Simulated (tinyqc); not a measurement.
# Series resistance and length offset from two lengths at two overdrives

Question. In strong inversion R W = Rsd + k(x)(L - dL), k(x) = (1 + th1 x)/(mu0 Cox x), x the overdrive, Cox = eps0 eox/tox, with Rsd and dL independent of x. Find dL, Rsd, mu0 and th1.

Parameters, values chosen for the exercise: relative permittivity of the gate insulator (close to aluminium oxide) eox = 8.75; insulator thickness tox = 5.6 nm.

Constants: eps0 = 8.8541878128e-14 F/cm where lengths are in cm. Results are converted to the units shown.

total resistance times width (ohm um):
```
                  L = 0.1 um  L = 0.86 um
overdrive 0.41 V  846.621341   7567.00039
overdrive 1.01 V  422.708185   3352.80490
```

Answer. At each overdrive R W is a straight line in L; the two lines cross at L = dL, R W = Rsd. Their slopes give k x = (1 + th1 x)/(mu0 Cox), a straight line in x.

dL = 0.0150 um
Rsd = 95.0 ohm um
mu0 = 210 cm^2/(V s)
th1 = 0.130 1/V

Program tinyqc, `OMP_NUM_THREADS=1 python tinyqc.py 2210146 2210147 out.jsonl`; Intel Xeon 2.30GHz, shared host, one thread, about 0.01 s.
